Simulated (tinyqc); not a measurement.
From results back to parameters: Fermi-Dirac statistics of conduction electrons. Three cases, with inputs chosen for the exercise.

Problem. At zero temperature k_F = (3 pi^2 n)^(1/3) and E_F (1 + alpha E_F) = c k_F^2/m, c = hbar^2/2m0, m the density-of-states mass. The Fermi energies at two densities were computed from hidden m and alpha.

Constants: hbar^2/2m0 = 3.80998211 eV angstrom^2.

Case 1.

Values chosen (out of a larger set: near those of InAs, lowest valleys alone; not measured data): nA = 2e+18 1/cm^3; nB = 5e+18 1/cm^3.

E_F at nA = 0.157703 eV
E_F at nB = 0.248187 eV

Case 2.

Values chosen (out of a larger set: near those of Si, lowest valleys alone; not measured data): nA = 4e+20 1/cm^3; nB = 1e+21 1/cm^3.

E_F at nA = 0.168015 eV
E_F at nB = 0.293185 eV

Case 3.

Values chosen (out of a larger set: near those of Si, lowest valleys alone; not measured data): nA = 2e+20 1/cm^3; nB = 8e+20 1/cm^3.

E_F at nA = 0.112349 eV
E_F at nB = 0.264729 eV

Find: k_F at nA and nB; m; alpha.

Solution. c k^2 (1/m) - E^2 alpha = E is linear in 1/m and alpha; two densities give two equations.

Case 1.

k_F at nA and nB (1/angstrom): 0.03898  0.05290

m = 0.0258 m0
alpha = 2.68 1/eV

Case 2.

k_F at nA and nB (1/angstrom): 0.22794  0.30937

m = 1.09 m0
alpha = 0.48 1/eV

Case 3.

k_F at nA and nB (1/angstrom): 0.18092  0.28719

m = 1.05 m0
alpha = 0.48 1/eV

Computed by tinyqc, one run a case: `OMP_NUM_THREADS=1 python tinyqc.py N N+1 out.jsonl` with N = 1681877, 1681922, 1682059; one thread of a shared Intel(R) Xeon(R) Processor @ 2.30GHz, about 0.01 s a run at most.
